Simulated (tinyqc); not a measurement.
Graded (staircase) quantum well by finite differences, step by step. Values are carried at full precision from step to step, so a last printed digit may differ when a step is redone from the rounded ones.

Finite differences on points z_i at the centres of cells of width h: H_ii = (c/h^2)(1/m_(i-1/2) + 1/m_(i+1/2)) + V_i, H_(i,i+1) = -(c/h^2)/m_(i+1/2), where m_(i+1/2) is the mean of the masses at the two points (the end values are repeated outwards), psi = 0 on the points beyond both ends, c = hbar^2/2m0. The field adds e F (z - z0) with z0 the middle of the structure; 1 kV/cm = 1e-5 eV/angstrom.

Constants: hbar^2/2m0 = 3.80998211 eV angstrom^2.

Parameters, chosen for this exercise (near those of a GaAs well in AlGaAs; shifted at random, so the results belong to these values and not to a real crystal): layers = ((76, 0.219, 0.0894), (19, 0.097, 0.0777), (19, 0.024, 0.0706), (19, 0, 0.0683), (19, 0.024, 0.0706), (19, 0.097, 0.0777), (76, 0.219, 0.0894)) (each layer: thickness in angstrom, band edge in eV, mass in m0); F = 18 kV/cm (field along z); h = 19 angstrom (cell width of the coarse grid); hf = 1.1875 angstrom (cell width of the fine grid).

## The coarse grid

List the points, the potential with the field, and the masses.

Grid:
```
i   z (angstrom)  V (eV)  m (m0)
1            9.5  0.1985  0.0894
2           28.5  0.2019  0.0894
3           47.5  0.2053  0.0894
4           66.5  0.2087  0.0894
5           85.5  0.0902  0.0777
6          104.5  0.0206  0.0706
7          123.5  0.0000  0.0683
8          142.5  0.0274  0.0706
9          161.5  0.1038  0.0777
10         180.5  0.2293  0.0894
11         199.5  0.2327  0.0894
12         218.5  0.2361  0.0894
13         237.5  0.2395  0.0894
```

## The tridiagonal Hamiltonian

Form the diagonal and the neighbouring elements; V in the grid already includes the field.

diagonal H_ii (eV): 0.4346  0.4380  0.4414  0.4531  0.3588  0.3149  0.3039  0.3217  0.3725  0.4736  0.4688  0.4722  0.4756

H_(i,i+1) (eV): -0.1181  -0.1181  -0.1181  -0.1263  -0.1423  -0.1520  -0.1520  -0.1423  -0.1263  -0.1181  -0.1181  -0.1181

## Lowest levels on the coarse grid

Diagonalise the symmetric tridiagonal matrix; give the three lowest levels and the weights u_i^2 (sum 1) of the two lowest.

levels (eV): 0.0559  0.1654  0.2385

weights on the points:
```
             1      2      3      4      5      6      7      8      9     10     11     12
level 1  0.000  0.000  0.001  0.010  0.078  0.256  0.361  0.226  0.061  0.007  0.001  0.000
level 2  0.001  0.007  0.023  0.076  0.236  0.173  0.002  0.210  0.205  0.051  0.011  0.002

            13
level 1  0.000
level 2  0.000
```

## Halving the cell width

The same with h, h/2, ..., h/32. The end points move with h, since psi vanishes half a cell beyond the structure. Richardson value (4 E(h/32) - E(h/16))/3.

Convergence:
```
cell (angstrom)  points  E1 (eV)  E2 (eV)  E1 - finest (meV)
19.0000              13  0.05585  0.16541             -3.442
9.5000               26  0.05838  0.17102             -0.911
4.7500               52  0.05906  0.17244             -0.229
2.3750              104  0.05924  0.17281             -0.055
1.1875              208  0.05928  0.17291             -0.011
0.5938              416  0.05929  0.17294              0.000
```

Richardson values of E1, E2 (eV): 0.05930  0.17295

The coarse grid is 3.4 meV too low in E1. The last differences between rows shrink by a factor 4.0 (4 for a pure h^2 error, 2 for one linear in h).

## Positions and dipoles on the fine grid

With h sum psi^2 = 1: <z - z0> of three levels, |z_12| and |z_13|, the mass m1 from 1/m1 = <1|1/m|1>, and f_1j = (m1/c)(E_j - E_1) z_1j^2.

levels (eV): 0.0593  0.1729  0.2485

<z - z0> (angstrom): -1.5  -4.0  -26.2

|z_12|, |z_13| (angstrom): 21.47  1.15

m1 = 0.0712 m0

f_12, f_13: 0.979  0.005

Parity is broken, so the 1-3 transition is allowed, with 0.0048 times the strength of 1-2. E2 - E1 = 113.6 meV, a wavelength of 10.9 micrometre (hc = 1239.841984 eV nm). Level 3 lies above the lowest point of the outer barriers, so it is a resonance or a state of the finite grid, and values that rest on it depend on the ends of the grid.

## Checks

- E1 at zero field on the grid h/32 against transfer matrices between the same hard ends, eV: both 0.0594.

Computed by tinyqc, a small Python program: `OMP_NUM_THREADS=1 python tinyqc.py 1251795 1251796 out.jsonl` (the numbers bound the seed that draws the inputs); one thread of a shared host (Intel(R) Xeon(R) Processor @ 2.30GHz), about 0.01 s for the whole set of steps.
